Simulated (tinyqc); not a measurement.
Charge centroid from charge and shift.

Inverse problem. A sheet of N electrons in the storage layer of a charge-trap cell shifts the threshold by U = (q/eps0) N (tb/eb + xc tn/en). Find xc and the distance xc tn from the blocking layer.

Inputs (values chosen for the exercise):
```
symbol,value,unit,meaning
tn,4.9,nm,storage layer
en,7.4,,its relative permittivity
tb,5.6,nm,blocking layer
eb,3.9,,its relative permittivity
```

Constants: q = 1.602176634e-19 C, eps0 = 8.8541878128e-14 F/cm where lengths are in cm. Results are converted to the units shown.

N = 3.9e12 cm^-2
U = 1.1908991 V

Solution. U eps0/(q N) is the electrical distance from the gate; subtract that of the blocking layer.

xc = 0.3800
distance = 1.862 nm

tinyqc, about 0.06 s, one thread, Intel Xeon 2.30GHz (shared host): `OMP_NUM_THREADS=1 python tinyqc.py 2130138 2130139 out.jsonl`
